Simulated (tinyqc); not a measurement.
## Segment and feed resistance from two drops

Question. A rail is fed at one end through Rq; K loads of Ij follow, each after a segment Rs. The drop at load j is K Ij Rq + Rs Ij sum_(l=1..j) (K - l + 1). Find Rs, Rq and the worst drop, at the middle, if the rail were fed through Rq at both ends: K Ij Rq/2 + Rs Ij K^2/8 with the load taken as continuous.

Values chosen for this exercise:

| symbol | value | unit | meaning |
|---|---|---|---|
| K | 25 |  | number of equal loads |
| Ij | 1.7 | mA | current of each load |

drops at the first and at the last load (mV): 24.225000  80.325000

Solution. The difference of the two drops is Rs Ij K (K - 1)/2, which gives Rs; the first drop then gives Rq.

Rs = 0.110 ohm
Rq = 0.460 ohm
drop at the middle with two feeds = 24.4 mV

Program tinyqc, `OMP_NUM_THREADS=1 python tinyqc.py 2770122 2770123 out.jsonl`; Intel Xeon 2.30GHz, shared host, one thread, about 0.07 s.
